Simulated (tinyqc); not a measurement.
# Changing the time step dt

Model: finite-difference solution of the diffusion equation on a small grid. Computed by tinyqc, a small Python program. Command: `OMP_NUM_THREADS=1 python tinyqc.py 3006533 3006534 out.jsonl fdiff sweep`. One thread of a shared host (Intel(R) Xeon(R) Processor @ 2.30GHz), about 0.01 s of CPU time with the checks.

dC/dt = D d2C/dx2 on nodes x_j = j dx, j = 0..9; the far end is sealed.

Inputs (values chosen for the exercise):
```
quantity          value    unit
diffusivity D       1.6  nm^2/s
grid spacing dx      50      nm
final time t_f    20800       s
loss velocity h  0.0049    nm/s
```

Boundary at x = 0: surface loss. Scheme: Crank-Nicolson.

start values C_j, j = 0, 1, ... (% of a reference): 3.21  36.8  52.5  100  77.9  38.7  6.92  0  0  0

Method:
- The operator M acts as (M C)_j = C_(j-1) - 2 C_j + C_(j+1); at the sealed far end a mirror node gives 2 C_(N-2) - 2 C_(N-1); at j = 0, the outward flux h C_0 gives 2 C_1 - (2 + 2 h dx/D) C_0.
- r = D dt/dx^2.
- With r = D dt/dx^2: (1 - theta r M) C(new) = (1 + (1 - theta) r M) C(old); theta = 0 explicit, 1 implicit, 1/2 Crank-Nicolson.
- The run takes n = round(t_f/dt) steps of length t_f/n.
- The dose is the trapezoidal sum of C dx; the error is the largest difference from exp(M D t/dx^2) C(0), the exact time evolution on the same grid.

One run for each value:
```
time step dt (s)  largest error at t_f (%)  mesh ratio r  final C_5 (%)  final dose (% nm)
81.25                           6.1282e-05         0.052         29.518              12668
162.50                          2.4512e-04         0.104         29.518              12668
325.00                          9.8038e-04         0.208         29.518              12668
650.00                          3.9199e-03         0.416         29.518              12668
1300.00                         1.5652e-02         0.832         29.516              12668
2600.00                         1.2166e-01         1.664         29.525              12666
5200.00                         3.2701e+00         3.328         29.307              12653
10400.00                        1.5680e+01         6.656         25.190              12540
```

Describe and explain the trends.

Over the rows, largest error at t_f (%) rises from 6.13e-5 to 15.7 (exponent d ln y / d ln x 2.0 between the first rows and 2.3 between the last). At the low end the exponent of largest error at t_f is 2.00, close to 2: second order in the step.

Extremes, crossings and ranges named in words are read from the listed rows.
